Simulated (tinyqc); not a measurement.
Inside a calculation. Method: ROHF in the sto-3g basis, for H4, spin multiplicity 3. Computed by tinyqc, a small Python program that keeps every step (integrals from PySCF). Settings: charge = 0, multiplicity = 3, basis = sto-3g, energy threshold = 1e-08, iteration cap = 77, orthogonalisation = symmetric, start = Wolfsberg-Helmholz matrix, DIIS depth = 6, DIIS from iteration = 3, method = ROHF. Command: `OMP_NUM_THREADS=1 python tinyqc.py 25892 25893 out.jsonl` (the two numbers bound the seeds that draw the settings). One thread of a shared host (Intel(R) Xeon(R) Processor @ 2.60GHz), about 0.03 s of CPU time with the checks. Later iterations appear only in the table of the cycle.

## One-electron integrals

Geometry (angstrom):
```
atom        x        y        z
H     0.00000  0.00000  0.00000
H     0.00000  0.00000  0.73700
H     0.00000  1.92300  0.00000
H     0.00000  1.92300  0.73700
```

Basis sto-3g: exponents (1/bohr^2) and contraction coefficients of normalised primitives:
```
element  l (shell)  exponent  coefficient
H            s (1)   3.42525      0.15433
H            s (1)   0.62391      0.53533
H            s (1)   0.16886      0.44463
```

Overlap, kinetic and nuclear-attraction integrals over the contracted functions; the nuclear repulsion is the sum of Za Zb / Rab.

nuclear repulsion = 2.5003125 hartree

overlap S, lower triangle:
```
         1H 1s    2H 1s    3H 1s    4H 1s
1H 1s  1.00000
2H 1s  0.66184  1.00000
3H 1s  0.13510  0.10806  1.00000
4H 1s  0.10806  0.13510  0.66184  1.00000
```

kinetic energy T (hartree), lower triangle:
```
          1H 1s     2H 1s    3H 1s    4H 1s
1H 1s   0.76003
2H 1s   0.23875   0.76003
3H 1s  -0.00899  -0.01071  0.76003
4H 1s  -0.01071  -0.00899  0.23875  0.76003
```

nuclear attraction V (hartree), lower triangle:
```
          1H 1s     2H 1s     3H 1s     4H 1s
1H 1s  -2.41486
2H 1s  -1.55808  -2.41486
3H 1s  -0.26934  -0.22085  -2.41486
4H 1s  -0.22085  -0.26934  -1.55808  -2.41486
```

core Hamiltonian H = T + V (hartree), lower triangle:
```
          1H 1s     2H 1s     3H 1s     4H 1s
1H 1s  -1.65483
2H 1s  -1.31933  -1.65483
3H 1s  -0.27832  -0.23156  -1.65483
4H 1s  -0.23156  -0.27832  -1.31933  -1.65483
```

## Two-electron integrals

Functions are numbered as in S; the eight-fold symmetry (ij|kl) = (ji|kl) = (kl|ij) leaves the list below.

Two-electron integrals (ij|kl) in chemists' order, unique and non-zero (hartree):
```
(11|11) 0.77461   (21|11) 0.44630   (21|21) 0.29958   (22|11) 0.57112
(22|21) 0.44630   (22|22) 0.77461   (31|11) 0.06457   (31|21) 0.03991
(31|22) 0.05482   (31|31) 0.00953   (32|11) 0.04769   (32|21) 0.03273
(32|22) 0.04985   (32|31) 0.00724   (32|32) 0.00596   (33|11) 0.27395
(33|21) 0.17749   (33|22) 0.25626   (33|31) 0.06457   (33|32) 0.04985
(33|33) 0.77461   (41|11) 0.04985   (41|21) 0.03273   (41|22) 0.04769
(41|31) 0.00724   (41|32) 0.00590   (41|33) 0.04769   (41|41) 0.00596
(42|11) 0.05482   (42|21) 0.03991   (42|22) 0.06457   (42|31) 0.00818
(42|32) 0.00724   (42|33) 0.05482   (42|41) 0.00724   (42|42) 0.00953
(43|11) 0.17749   (43|21) 0.11896   (43|22) 0.17749   (43|31) 0.03991
(43|32) 0.03273   (43|33) 0.44630   (43|41) 0.03273   (43|42) 0.03991
(43|43) 0.29958   (44|11) 0.25626   (44|21) 0.17749   (44|22) 0.27395
(44|31) 0.05482   (44|32) 0.04769   (44|33) 0.57112   (44|41) 0.04985
(44|42) 0.06457   (44|43) 0.44630   (44|44) 0.77461
```

## Orthogonalisation

S = U s U^T; symmetric (Loewdin) form X = U s^(-1/2) U^T, so that X^T S X = 1.

eigenvalues of S: 0.31112  0.36520  1.41868  1.90499

X, lower triangle:
```
          1H 1s     2H 1s     3H 1s    4H 1s
1H 1s   1.25291
2H 1s  -0.47087   1.25291
3H 1s  -0.06327   0.00575   1.25291
4H 1s   0.00575  -0.06327  -0.47087  1.25291
```

## Starting guess

The start is the generalised Wolfsberg-Helmholz matrix (K = 1.75) built on H; D(s) = C_occ C_occ^T for each spin.

D(alpha) at the start, lower triangle:
```
          1H 1s     2H 1s     3H 1s    4H 1s
1H 1s   0.99201
2H 1s  -0.37710   0.99201
3H 1s   0.63957  -0.72954   0.99201
4H 1s  -0.72954   0.63957  -0.37710  0.99201
```

D(beta) at the start, lower triangle:
```
         1H 1s    2H 1s    3H 1s    4H 1s
1H 1s  0.13123
2H 1s  0.13123  0.13123
3H 1s  0.13123  0.13123  0.13123
4H 1s  0.13123  0.13123  0.13123  0.13123
```

## Iteration 1: building the Fock matrix

J_ij = sum D_kl (ij|kl) with D = D(alpha) + D(beta), K_ij = sum D_kl (ik|jl) for each spin; F = H + J - K(s); E = tr D H + tr D J / 2 - 0.5 sum_s tr D(s) K(s) + E_nn.

Coulomb J (hartree), lower triangle:
```
         1H 1s    2H 1s    3H 1s    4H 1s
1H 1s  1.86774
2H 1s  1.24024  1.86774
3H 1s  0.23896  0.19503  1.86774
4H 1s  0.19503  0.23896  1.24024  1.86774
```

exchange K(alpha) (hartree), lower triangle:
```
         1H 1s    2H 1s    3H 1s    4H 1s
1H 1s  0.73243
2H 1s  0.55048  0.73243
3H 1s  0.11862  0.06427  0.73243
4H 1s  0.06427  0.11862  0.55048  0.73243
```

exchange K(beta) (hartree), lower triangle:
```
         1H 1s    2H 1s    3H 1s    4H 1s
1H 1s  0.31114
2H 1s  0.28112  0.31114
3H 1s  0.15060  0.14612  0.31114
4H 1s  0.14612  0.15060  0.28112  0.31114
```

F(alpha) (hartree), lower triangle:
```
          1H 1s     2H 1s     3H 1s     4H 1s
1H 1s  -0.51951
2H 1s  -0.62957  -0.51951
3H 1s  -0.15798  -0.10080  -0.51951
4H 1s  -0.10080  -0.15798  -0.62957  -0.51951
```

F(beta) (hartree), lower triangle:
```
          1H 1s     2H 1s     3H 1s     4H 1s
1H 1s  -0.09822
2H 1s  -0.36021  -0.09822
3H 1s  -0.18996  -0.18265  -0.09822
4H 1s  -0.18265  -0.18996  -0.36021  -0.09822
```

total energy of this density = -1.5494700 hartree

## Iteration 1: Roothaan effective Fock matrix

With projectors Pc = D(beta) S, Po = (D(alpha) - D(beta)) S, Pv = 1 - D(alpha) S, the block xy is Px^T F Py; with Fc = (F(alpha) + F(beta))/2, the blocks are Fc for cc, oo, vv and cv, F(beta) for co and F(alpha) for ov.

effective F (hartree), lower triangle:
```
          1H 1s     2H 1s     3H 1s     4H 1s
1H 1s  -0.30887
2H 1s  -0.49489  -0.30887
3H 1s  -0.17397  -0.14172  -0.30887
4H 1s  -0.14172  -0.17397  -0.49489  -0.30887
```

## Iteration 1: diagonalisation and new density

Diagonalise F' = X^T F X, C = X C', fill 3 alpha and 1 beta electrons from the bottom; D(s) = C_occ C_occ^T. Each column has its largest component positive (the first on a tie).

F' = X^T F X (hartree), lower triangle:
```
          1         2         3        4
1   0.04774
2  -0.51357   0.04774
3  -0.13103   0.00922   0.04774
4   0.00922  -0.13103  -0.51357  0.04774
```

orbital energies (hartree): MO1 -0.58764, MO2 -0.34402, MO3 0.42107, MO4 0.70155

coefficients C:
```
           MO1       MO2       MO3       MO4
1H 1s  0.36226   0.41979   0.82738   0.89640
2H 1s  0.36226   0.41979  -0.82738  -0.89640
3H 1s  0.36226  -0.41979   0.82738  -0.89640
4H 1s  0.36226  -0.41979  -0.82738   0.89640
```

D(alpha) after iteration 1, lower triangle:
```
          1H 1s     2H 1s     3H 1s    4H 1s
1H 1s   0.99201
2H 1s  -0.37710   0.99201
3H 1s   0.63957  -0.72954   0.99201
4H 1s  -0.72954   0.63957  -0.37710  0.99201
```

D(beta) after iteration 1, lower triangle:
```
         1H 1s    2H 1s    3H 1s    4H 1s
1H 1s  0.13123
2H 1s  0.13123  0.13123
3H 1s  0.13123  0.13123  0.13123
4H 1s  0.13123  0.13123  0.13123  0.13123
```

## Iteration 2: building the Fock matrix

As before.

Coulomb J (hartree), lower triangle:
```
         1H 1s    2H 1s    3H 1s    4H 1s
1H 1s  1.86774
2H 1s  1.24024  1.86774
3H 1s  0.23896  0.19503  1.86774
4H 1s  0.19503  0.23896  1.24024  1.86774
```

exchange K(alpha) (hartree), lower triangle:
```
         1H 1s    2H 1s    3H 1s    4H 1s
1H 1s  0.73243
2H 1s  0.55048  0.73243
3H 1s  0.11862  0.06427  0.73243
4H 1s  0.06427  0.11862  0.55048  0.73243
```

exchange K(beta) (hartree), lower triangle:
```
         1H 1s    2H 1s    3H 1s    4H 1s
1H 1s  0.31114
2H 1s  0.28112  0.31114
3H 1s  0.15060  0.14612  0.31114
4H 1s  0.14612  0.15060  0.28112  0.31114
```

F(alpha) (hartree), lower triangle:
```
          1H 1s     2H 1s     3H 1s     4H 1s
1H 1s  -0.51951
2H 1s  -0.62957  -0.51951
3H 1s  -0.15798  -0.10080  -0.51951
4H 1s  -0.10080  -0.15798  -0.62957  -0.51951
```

F(beta) (hartree), lower triangle:
```
          1H 1s     2H 1s     3H 1s     4H 1s
1H 1s  -0.09822
2H 1s  -0.36021  -0.09822
3H 1s  -0.18996  -0.18265  -0.09822
4H 1s  -0.18265  -0.18996  -0.36021  -0.09822
```

total energy of this density = -1.5494700 hartree

## Iteration 2: Roothaan effective Fock matrix

As before.

effective F (hartree), lower triangle:
```
          1H 1s     2H 1s     3H 1s     4H 1s
1H 1s  -0.30887
2H 1s  -0.49489  -0.30887
3H 1s  -0.17397  -0.14172  -0.30887
4H 1s  -0.14172  -0.17397  -0.49489  -0.30887
```

## Iteration 2 (converged): orbitals

As before.

F' = X^T F X (hartree), lower triangle:
```
          1         2         3        4
1   0.04774
2  -0.51357   0.04774
3  -0.13103   0.00922   0.04774
4   0.00922  -0.13103  -0.51357  0.04774
```

orbital energies (hartree): MO1 -0.58764, MO2 -0.34402, MO3 0.42107, MO4 0.70155

coefficients C:
```
           MO1       MO2       MO3       MO4
1H 1s  0.36226   0.41979   0.82738   0.89640
2H 1s  0.36226   0.41979  -0.82738  -0.89640
3H 1s  0.36226  -0.41979   0.82738  -0.89640
4H 1s  0.36226  -0.41979  -0.82738   0.89640
```

D(alpha) after iteration 2, lower triangle:
```
          1H 1s     2H 1s     3H 1s    4H 1s
1H 1s   0.99201
2H 1s  -0.37710   0.99201
3H 1s   0.63957  -0.72954   0.99201
4H 1s  -0.72954   0.63957  -0.37710  0.99201
```

D(beta) after iteration 2, lower triangle:
```
         1H 1s    2H 1s    3H 1s    4H 1s
1H 1s  0.13123
2H 1s  0.13123  0.13123
3H 1s  0.13123  0.13123  0.13123
4H 1s  0.13123  0.13123  0.13123  0.13123
```

## Convergence

Stop when the energy changes by less than 1e-08 hartree and every element of the error matrix X^T (F D S - S D F) X is below 3e-05.

Course of the cycle:
```
iteration  E (hartree)     change  largest element of the error matrix
1           -1.5494700          -                             1.45e-15
2           -1.5494700  -1.78e-15                             1.08e-15
```

PySCF ROHF in the same basis = -1.5494700 hartree

Converged in 2 iterations.

## Populations, bond orders and dipole

Mulliken: Z minus the diagonal of D S on the atom; Loewdin: the same with S^(1/2) D S^(1/2); Mayer order: 2 sum_s sum (D(s) S)_ij (D(s) S)_ji over the two atoms.

Charges (e):
```
atom  Mulliken  Loewdin  Mulliken spin
1H           0        0        0.50000
2H           0        0        0.50000
3H           0  0.00000        0.50000
4H           0        0        0.50000
```

Mayer bond orders:
```
pair    order
2-1   0.25000
3-1   0.25000
3-2   0.25000
4-1   0.25000
4-2   0.25000
4-3   0.25000
```

dipole moment about the origin, x y z (debye): 0.00000  0.00000  0.00000
